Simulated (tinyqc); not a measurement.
Worked calculation: coupled-perturbed Hartree-Fock on RHF in the 6-311g basis, for H2, spin multiplicity 1. The polarisability along this axis is zero because the basis has no function that the field can mix in; the real value is not. One step of it, computed by the program tinyqc.

Problem. Iteration 1: building the Fock matrix. J_ij = sum D_kl (ij|kl), K_ij = sum D_kl (ik|jl); F = H + J - 0.5 K; E = tr D H + tr D J / 2 - 0.25 tr D K + E_nn.

D at the start, order 1H 1s, 1H 2s, 1H 3s, 2H 1s, 2H 2s, 2H 3s:
```
[[0.095794, 0.155799, 0.098284, 0.001741, -0.000810, 0.003486],
 [0.155799, 0.253531, 0.159784, -0.000810, -0.007243, 0.001934],
 [0.098284, 0.159784, 0.100869, 0.003486, 0.001934, 0.005320],
 [0.001741, -0.000810, 0.003486, 0.095794, 0.155799, 0.098284],
 [-0.000810, -0.007243, 0.001934, 0.155799, 0.253531, 0.159784],
 [0.003486, 0.001934, 0.005320, 0.098284, 0.159784, 0.100869]]
```

core Hamiltonian H = T + V (hartree), order 1H 1s, 1H 2s, 1H 3s, 2H 1s, 2H 2s, 2H 3s:
```
[[-0.495775, -0.993421, -0.661379, -0.593103, -0.722391, -0.565310],
 [-0.993421, -1.044475, -0.844486, -0.722391, -0.892270, -0.767168],
 [-0.661379, -0.844486, -0.803908, -0.565310, -0.767168, -0.757953],
 [-0.593103, -0.722391, -0.565310, -0.495775, -0.993421, -0.661379],
 [-0.722391, -0.892270, -0.767168, -0.993421, -1.044475, -0.844486],
 [-0.565310, -0.767168, -0.757953, -0.661379, -0.844486, -0.803908]]
```

Two-electron integrals (ij|kl) in chemists' order, unique and non-zero (hartree):
```
(11|11) 1.393035   (21|11) 0.822971   (21|21) 0.509703   (22|11) 0.822904
(22|21) 0.543028   (22|22) 0.644106   (31|11) 0.411256   (31|21) 0.257757
(31|22) 0.279868   (31|31) 0.130794   (32|11) 0.543681   (32|21) 0.365771
(32|22) 0.452669   (32|31) 0.189803   (32|32) 0.325140   (33|11) 0.494021
(33|21) 0.340115   (33|22) 0.445993   (33|31) 0.178035   (33|32) 0.331779
(33|33) 0.361682   (41|11) 0.261848   (41|21) 0.166138   (41|22) 0.183021
(41|31) 0.084554   (41|32) 0.124555   (41|33) 0.117221   (41|41) 0.075528
(42|11) 0.319166   (42|21) 0.214170   (42|22) 0.260203   (42|31) 0.110906
(42|32) 0.184105   (42|33) 0.182495   (42|41) 0.105735   (42|42) 0.170243
(43|11) 0.211995   (43|21) 0.144199   (43|22) 0.180657   (43|31) 0.075043
(43|32) 0.129800   (43|33) 0.131685   (43|41) 0.071827   (43|42) 0.121032
(43|43) 0.087706   (44|11) 0.678045   (44|21) 0.467756   (44|22) 0.596434
(44|31) 0.244391   (44|32) 0.429553   (44|33) 0.434986   (44|41) 0.261848
(44|42) 0.461880   (44|43) 0.335532   (44|44) 1.393035   (51|11) 0.461880
(51|21) 0.288154   (51|22) 0.310507   (51|31) 0.146021   (51|32) 0.209990
(51|33) 0.196251   (51|41) 0.105735   (51|42) 0.140607   (51|43) 0.095073
(51|44) 0.319166   (51|51) 0.170243   (52|11) 0.534088   (52|21) 0.356353
(52|22) 0.432612   (52|31) 0.184359   (52|32) 0.307491   (52|33) 0.308273
(52|41) 0.141577   (52|42) 0.217101   (52|43) 0.154104   (52|44) 0.534088
(52|51) 0.217101   (52|52) 0.324840   (53|11) 0.400188   (53|21) 0.272610
(53|22) 0.347478   (53|31) 0.142110   (53|32) 0.253757   (53|33) 0.266508
(53|41) 0.110522   (53|42) 0.179882   (53|43) 0.131135   (53|44) 0.454555
(53|51) 0.167565   (53|52) 0.269507   (53|53) 0.234173   (54|11) 0.467756
(54|21) 0.320745   (54|22) 0.407839   (54|31) 0.167364   (54|32) 0.294760
(54|33) 0.301286   (54|41) 0.166138   (54|42) 0.288154   (54|43) 0.210474
(54|44) 0.822971   (54|51) 0.214170   (54|52) 0.356353   (54|53) 0.306231
(54|54) 0.509703   (55|11) 0.596434   (55|21) 0.407839   (55|22) 0.522986
(55|31) 0.212854   (55|32) 0.382507   (55|33) 0.401653   (55|41) 0.183021
(55|42) 0.310507   (55|43) 0.228843   (55|44) 0.822904   (55|51) 0.260203
(55|52) 0.432612   (55|53) 0.380202   (55|54) 0.543028   (55|55) 0.644106
(61|11) 0.335532   (61|21) 0.210474   (61|22) 0.228843   (61|31) 0.106828
(61|32) 0.155278   (61|33) 0.145747   (61|41) 0.071827   (61|42) 0.095073
(61|43) 0.064401   (61|44) 0.211995   (61|51) 0.121032   (61|52) 0.154104
(61|53) 0.119075   (61|54) 0.144199   (61|55) 0.180657   (61|61) 0.087706
(62|11) 0.454555   (62|21) 0.306231   (62|22) 0.380202   (62|31) 0.158987
(62|32) 0.273571   (62|33) 0.280001   (62|41) 0.110522   (62|42) 0.167565
(62|43) 0.119075   (62|44) 0.400188   (62|51) 0.179882   (62|52) 0.269507
(62|53) 0.224989   (62|54) 0.272610   (62|55) 0.347478   (62|61) 0.131135
(62|62) 0.234173   (63|11) 0.429032   (63|21) 0.295856   (63|22) 0.389682
(63|31) 0.154967   (63|32) 0.290752   (63|33) 0.318935   (63|41) 0.108713
(63|42) 0.175162   (63|43) 0.128049   (63|44) 0.429032   (63|51) 0.175162
(63|52) 0.284325   (63|53) 0.251107   (63|54) 0.295856   (63|55) 0.389682
(63|61) 0.128049   (63|62) 0.251107   (63|63) 0.291467   (64|11) 0.244391
(64|21) 0.167364   (64|22) 0.212854   (64|31) 0.087312   (64|32) 0.154079
(64|33) 0.158086   (64|41) 0.084554   (64|42) 0.146021   (64|43) 0.106828
(64|44) 0.411256   (64|51) 0.110906   (64|52) 0.184359   (64|53) 0.158987
(64|54) 0.257757   (64|55) 0.279868   (64|61) 0.075043   (64|62) 0.142110
(64|63) 0.154967   (64|64) 0.130794   (65|11) 0.429553   (65|21) 0.294760
(65|22) 0.382507   (65|31) 0.154079   (65|32) 0.282289   (65|33) 0.302149
(65|41) 0.124555   (65|42) 0.209990   (65|43) 0.155278   (65|44) 0.543681
(65|51) 0.184105   (65|52) 0.307491   (65|53) 0.273571   (65|54) 0.365771
(65|55) 0.452669   (65|61) 0.129800   (65|62) 0.253757   (65|63) 0.290752
(65|64) 0.189803   (65|65) 0.325140   (66|11) 0.434986   (66|21) 0.301286
(66|22) 0.401653   (66|31) 0.158086   (66|32) 0.302149   (66|33) 0.337262
(66|41) 0.117221   (66|42) 0.196251   (66|43) 0.145747   (66|44) 0.494021
(66|51) 0.182495   (66|52) 0.308273   (66|53) 0.280001   (66|54) 0.340115
(66|55) 0.445993   (66|61) 0.131685   (66|62) 0.266508   (66|63) 0.318935
(66|64) 0.178035   (66|65) 0.331779   (66|66) 0.361682
```

nuclear repulsion = 0.68993117 hartree

Give: Coulomb J; exchange K; Fock matrix F; total energy of this density.

Solution.

Coulomb J (hartree), order 1H 1s, 1H 2s, 1H 3s, 2H 1s, 2H 2s, 2H 3s:
```
[[1.498, 0.985, 0.508, 0.384, 0.592, 0.423],
 [0.985, 1.181, 0.839, 0.592, 0.877, 0.732],
 [0.508, 0.839, 0.846, 0.423, 0.732, 0.778],
 [0.384, 0.592, 0.423, 1.498, 0.985, 0.508],
 [0.592, 0.877, 0.732, 0.985, 1.181, 0.839],
 [0.423, 0.732, 0.778, 0.508, 0.839, 0.846]]
```

exchange K (hartree), order 1H 1s, 1H 2s, 1H 3s, 2H 1s, 2H 2s, 2H 3s:
```
[[0.842, 0.823, 0.581, 0.466, 0.647, 0.530],
 [0.823, 0.942, 0.720, 0.647, 0.840, 0.686],
 [0.581, 0.720, 0.579, 0.530, 0.686, 0.567],
 [0.466, 0.647, 0.530, 0.842, 0.823, 0.581],
 [0.647, 0.840, 0.686, 0.823, 0.942, 0.720],
 [0.530, 0.686, 0.567, 0.581, 0.720, 0.579]]
```

Fock matrix F (hartree), order 1H 1s, 1H 2s, 1H 3s, 2H 1s, 2H 2s, 2H 3s:
```
[[0.581, -0.420, -0.444, -0.442, -0.454, -0.408],
 [-0.420, -0.335, -0.365, -0.454, -0.435, -0.378],
 [-0.444, -0.365, -0.248, -0.408, -0.378, -0.263],
 [-0.442, -0.454, -0.408, 0.581, -0.420, -0.444],
 [-0.454, -0.435, -0.378, -0.420, -0.335, -0.365],
 [-0.408, -0.378, -0.263, -0.444, -0.365, -0.248]]
```

total energy of this density = -0.80877 hartree

This density is the starting one; it is not idempotent, so its energy is not variational and may lie below the converged one.
